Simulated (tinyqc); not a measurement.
# Floating body of a partially depleted SOI transistor: body voltage and kink, step by step

Numbers from tinyqc (`OMP_NUM_THREADS=1 python tinyqc.py 2182184 2182185 out.jsonl`; about 0.2 s on one thread of a shared Intel Xeon 2.30GHz). Printed values are rounded.

Source at 0 V. Channel current Ic = 2 nf K Vt^2 [F(0) - F(Vd)](1 + la Vd), F(V) = ln^2(1 + exp((Vg - VT - nf V)/(2 nf Vt))), VT = VT0 - gb Vb. Saturation voltage Vs = 2 Vt sqrt(F(0)) + 3 Vt, excess Ve = (Vd - Vs + sqrt((Vd - Vs)^2 + 0.0004 V^2))/2, multiplication M1 = Ai Ve exp(-Bl/Ve). Each junction passes D(v) = J1 (exp(v/Vt) - 1) + J2 (exp(v/(2 Vt)) - 1). Bipolar current Ib = bb J1 (exp(Vb/Vt) - 1). The body settles where M1 (Ic + Ib) = D(Vb) + D(Vb - Vd) + Vb/Rb; drain current Id = (1 + M1)(Ic + Ib) - D(Vb - Vd).

Parameters, values chosen for the exercise; values of the order met in partially depleted silicon-on-insulator transistors: temperature T = 358 K; threshold at zero body voltage VT0 = 0.34 V; fall of the threshold per volt of body voltage gb = 0.12; slope factor nf = 1.38; gain factor per width K = 460 uA/(V^2 um); channel-length modulation factor la = 0.05 1/V; impact-ionisation prefactor Ai = 1.5 1/V; impact-ionisation voltage Bl = 8.2 V; diffusion saturation current of each junction J1 = 6.8e-10 uA/um; recombination saturation current of each junction J2 = 1.6e-8 uA/um; gain of the lateral bipolar transistor on the diffusion current bb = 3; resistance of a weak body tie to the source (1e9 stands for no tie, and the term is then dropped) Rb = 1e9 kohm um; gate voltage Vg = 0.58 V; drain voltage Vd = 2 V.

Constants: q = 1.602176634e-19 C, kB = 1.380649e-23 J/K, Vt = kB T/q. Results are converted to the units shown.

Range of the model: The multiplication law is an empirical form chosen for the exercise; self-heating and capacitive coupling to the body are left out, and the linear laws are rough once Vb passes about 0.7 V or M1 about 0.1.

## Starting value

Vb = 0.54 V.

Vb at the start = 0.54 V

## Iteration 1: new Vb

Current into the body I_in = M1 (Ic + Ib) - D(Vb - Vd), current out I_out = D(Vb) + Vb/Rb; f = ln(I_in/I_out), s = df/dVb by central differences over 1e-5 V, Vb(new) = Vb - f/s.

Ic = 17.2949 uA/um
Ve = 1.68494 V
M1 = 0.0194592
I_in = 0.338132 uA/um
I_out = 0.0272911 uA/um
f = 2.51687
s = -31.7405 1/V
Vb after iteration 1 = 0.619295 V

## Iteration 2: new Vb

As before.

Ic = 18.3548 uA/um
Ve = 1.67822 V
M1 = 0.0190077
I_in = 0.369146 uA/um
I_out = 0.355748 uA/um
f = 0.0369702
s = -30.2169 1/V
Vb after iteration 2 = 0.620519 V

## Iteration 3: new Vb

As before.

Ic = 18.3714 uA/um
Ve = 1.67812 V
M1 = 0.0190007
I_in = 0.370147 uA/um
I_out = 0.370133 uA/um
f = 3.90081e-5
s = -30.1527 1/V
Vb after iteration 3 = 0.620520 V

## Course of the iteration

Stop when the step is below 1e-10 V, or after 40 iterations.

Course of the iteration:
```
iteration	Vb before the step (V)	step (V)
1	0.54	0.0793
2	0.619295	1.22e-3
3	0.620519	1.29e-6
4	0.620520	1.48e-12
```

Converged in 4 iterations.

## Drain current with floating and with grounded body

converged Vb = 0.620520 V

Id and VT at the converged Vb, Id at Vb = 0, their ratio, and the bipolar share Ib/(Ic + Ib).

VT = 0.265538 V
Id, floating = 19.8509 uA/um
Id, grounded = 11.2483 uA/um
ratio = 1.76479
bipolar share = 5.69448 %

The body rises to 0.621 V and lowers the threshold by 74.5 mV.
